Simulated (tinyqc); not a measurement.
Arrhenius plot: admittance spectroscopy and thermally stimulated current of one trap level in a depletion layer. Computed by tinyqc, a small Python program. Command: `OMP_NUM_THREADS=1 python tinyqc.py 3113511 3113512 out.jsonl admit walk`. One thread of a shared host (Intel(R) Xeon(R) Processor @ 2.30GHz), about 0.01 s of CPU time with the checks.

A Schottky junction on n-type material holds one donor-like electron trap; shallow donors are fully ionised and abrupt depletion edges are assumed.

Inputs (values chosen for the exercise, modelled on n-type GaAs): density-of-states mass m = 0.0684 m_0; shallow doping N = 2.4e+16 1/cm^3; trap depth E_t below the band = 0.262 eV; capture cross section sigma = 4.7e-14 cm^2; test frequency f = 800000 Hz.

Constants: k_B = 1.380649e-23 J/K; m_0 = 9.1093837015e-31 kg; h = 6.62607015e-34 J s; k_B = 8.617333262e-05 eV/K.

Method:
- N_c = 2 (2 pi m k_B T/h^2)^(3/2), v_th = sqrt(3 k_B T/m), emission rate e_n = sigma v_th N_c exp(-E_t/(k_B T)).
- Where the level crosses the Fermi level capture equals emission, so the trap follows the signal with the rate 2 e_n; G/omega peaks at omega = 2 e_n (the correction for large N_t/N is left out).
- Solve 2 e_n(T_p) = 2 pi f.
- T_p for 0.1, 0.3, 1, 3 and 10 f; least-squares lines of ln(e_n/T^2) and of ln(e_n) against 1/(k_B T), e_n = pi f; sigma = exp(intercept)/(v_th N_c/T^2).

peak temperature T_p = 244.667 K

Peaks:
```
f (Hz)    T_p (K)  1/(k_B T) (1/eV)  ln(e_n/T^2)  ln(e_n)
8.00e+04   210.70            55.077       1.7337   12.435
2.40e+05   225.72            51.410       2.6945   13.533
8.00e+05   244.67            47.430       3.7373   14.737
2.40e+06   264.71            43.838       4.6784   15.836
8.00e+06   290.47            39.951       5.6967   17.040
```

depth from e_n/T^2 = 0.262 eV

cross section from the intercept = 4.70e-14 cm^2

depth without the T^2 = 0.30438 eV

What follows from these numbers?

Leaving out T^2 adds 42 meV, near 2 k_B T_p = 42 meV.

Extremes, crossings and ranges named in words are read from the listed rows.
